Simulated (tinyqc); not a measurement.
Lossy interposer transmission line with skin effect: one step of the calculation.

A uniform line in a homogeneous dielectric: c = sqrt(er)/(c0 Z0), l = Z0 sqrt(er)/c0 (c0 = 299792458 m/s), g = w c td, w = 2 pi f. The resistance joins its limits as r = sqrt(r_dc^2 + r_hf^2), with r_dc = rho/(wd th), r_hf = kr rho/(2 delta (wd + th)), delta = sqrt(rho/(pi f mu0)), mu0 = 4 pi 1e-7 H/m; this is an interpolation, and internal inductance, up to 0.05 nH/mm at low frequency, is neglected.

Question. Line constants. delta, r_dc, r_hf, r, l, c and g as defined.

Inputs (values chosen for the exercise):

| symbol | value | unit | meaning |
|---|---|---|---|
| wd | 2.7 | um | width of the strip |
| th | 0.79 | um | thickness of the strip |
| rho | 2.9 | uohm cm | resistivity |
| er | 3.5 |  | relative permittivity |
| td | 0.002 |  | loss tangent |
| Z0 | 75 | ohm | lossless impedance sqrt(l/c) |
| kr | 1.2 |  | factor for crowding and the return path |
| f | 0.77 | GHz | frequency |

Give: delta; r_dc; r_hf; r; l; c; g.

Answer.

delta = 3.089 um
r_dc = 13.60 ohm/mm
r_hf = 1.614 ohm/mm
r = 13.69 ohm/mm
l = 0.4680 nH/mm
c = 83.21 pF/m
g = 8.051e-4 S/m

r is 1.01 times r_dc; the skin depth is 3.91 of the thickness.

tinyqc, about 0.01 s, one thread, Intel Xeon 2.30GHz (shared host): `OMP_NUM_THREADS=1 python tinyqc.py 2810195 2810196 out.jsonl`
